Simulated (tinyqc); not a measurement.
What each parameter does: thin-body film or fin with hard walls, valleys of the Si type.

Six ellipsoidal valleys with their long axes along the cube axes, mass ml along the axis and mt across it. For a valley whose axis makes the angle theta with the surface normal, 1/m_z = cos^2(theta)/ml + sin^2(theta)/mt sets the confinement; in the plane the masses are m_1 = mt and m_2 = ml mt/m_z, and m_d = sqrt(m_1 m_2).

A film of thickness t between hard walls, flat band inside: E_n = c (n pi/t)^2/m_z above the bulk edge, c = hbar^2/2m0. Without degeneracy the sheet density is N2 exp((EF - Ec)/kB T) with N2 = sum_i g m_d/(2 pi c) kB T exp(-E_i/kB T) over n = 1 to 40 of each group; a classical film has t Nc with Nc = 2 g_all (m_dos kB T/(4 pi c))^(3/2), m_dos = (ml mt^2)^(1/3). The threshold shift is dVt = kB T ln(t Nc/N2).

Constants: hbar^2/2m0 = 3.80998211 eV angstrom^2; kB = 8.617333262e-05 eV/K.

Parameters, chosen for this exercise (near those of Si; shifted at random, so the results belong to these values and not to a real crystal): ml = 0.926 m0 (longitudinal mass); mt = 0.19 m0 (transverse mass); face = 111 (face of the film or side wall of the fin); T = 300 K (temperature); t = 60 angstrom (body thickness); g_all = 6 (number of valleys).

E1 is the lowest level, and the share is that of its group in N2.

One parameter was then changed.

Results before and after:

| case | E1 (eV) | share (%) | dVt (mV) | Nc (1e19/cm^3) |
|---|---|---|---|---|
| base | 0.0404 | 100.0 | 31.3 | 2.753 |
| changed | 0.0404 | 100.0 | 31.8 | 3.469 |

Which of these changes was made? (a) T = 350 K; (b) ml = 0.833 m0; (c) t = 66 angstrom; (d) mt = 0.209 m0.
Answer: (a) T = 350 K. Of the candidates, run in turn, only this one gives the changed row.

All candidates:

| case | E1 (eV) | share (%) | dVt (mV) | Nc (1e19/cm^3) |
|---|---|---|---|---|
| base | 0.0404 | 100.0 | 31.3 | 2.753 |
| t = 66 angstrom | 0.0334 | 100.0 | 26.4 | 2.753 |
| T = 350 K | 0.0404 | 100.0 | 31.8 | 3.469 |
| ml = 0.833 m0 | 0.0408 | 100.0 | 31.6 | 2.611 |
| mt = 0.209 m0 | 0.0371 | 100.0 | 28.9 | 3.028 |

Computed by tinyqc, a small Python program: `OMP_NUM_THREADS=1 python tinyqc.py 1280648 1280649 out.jsonl` (the numbers bound the seed that draws the inputs); one thread of a shared host (Intel(R) Xeon(R) Processor @ 2.30GHz), about 0.01 s for the whole set of steps.
